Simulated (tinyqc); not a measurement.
Classical Heisenberg spin chain: exact results, Metropolis, heat-bath and over-relaxation steps, and a Monte Carlo run: one step, computed by the program tinyqc. Command: `OMP_NUM_THREADS=1 python tinyqc.py 3130301 3130302 out.jsonl heismc walk`. One thread of a shared host (Intel(R) Xeon(R) Processor @ 2.30GHz), about 0.2 s of CPU time with the checks.

E = -J sum_i s_i . s_(i+1) for unit vectors s_i on an open chain; K = J/(k_B T).

Question. Four single-spin steps. The given spins are first normalised. Spins 2 and 3 are updated in turn, with h = K (sum of the two neighbours). Trial spin with z = 2 r1 - 1 and azimuth 2 pi r2; it is accepted if r3 < min(1, exp(h . s_trial - h . s_old)).

Inputs (values chosen for the exercise, for a model chain of large moments): temperature T = 978 K.

Update: Metropolis.

four neighbouring spins (rows; components x, y, z):
```
[[0.9843, -0.1135, 0.1351],
 [0.2338, 0.7814, 0.5786],
 [0.9913, 0.0597, -0.1171],
 [-0.9937, -0.0657, -0.0906]]
```

random numbers, one row a step:
```
[[0.1733, 0.1643, 0.5106],
 [0.5183, 0.6426, 0.8529],
 [0.1280, 0.3935, 0.6892],
 [0.6449, 0.0776, 0.6234]]
```

K = -0.4034291

Give: the table «Steps» with the columns |h|, h . s before, h . s trial, acceptance, accepted, x, y, z.

Answer.

Steps:
```
spin     |h|  h . s before  h . s trial  acceptance  accepted        x        y        z
2     0.7974       -0.1736      -0.2906       0.890       yes   0.3882   0.6499  -0.6534
3     0.4531        0.1929       0.0424       0.860       yes  -0.6243  -0.7803   0.0366
2     0.3949        0.2232       0.2771       1.000       yes  -0.5241   0.4145  -0.7440
3     0.7128       -0.2602       0.5522       1.000       yes   0.8456   0.4484   0.2898
```
